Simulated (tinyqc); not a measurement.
Inside a calculation. Method: power iteration on a symmetric matrix. One step of it, computed by the program tinyqc.

Question. Step 2. w = (A - shift) v; v' = w/|w| with its largest component positive (the first on a tie); lambda = v'^T A v'.

A, lower triangle:
```
           1          2          3          4         5         6
1   0.413000
2  -0.439000   0.913000
3  -0.700000   0.068000   2.435000
4  -0.008000  -0.255000   0.286000   2.567000
5  -0.171000  -0.479000   0.077000  -0.744000  2.866000
6   0.883000  -0.685000  -0.046000  -0.507000  0.509000  3.500000
```

vector after step 1: 0.421880  0.655801  -0.164156  0.049520  -0.147193  -0.583847

shift = 1.520000

Give: vector after step 2; Rayleigh quotient after step 2.

Answer.

vector after step 2: 0.5574  0.0673  0.1830  -0.1182  0.4589  0.6532

Rayleigh quotient after step 2 = 3.0974
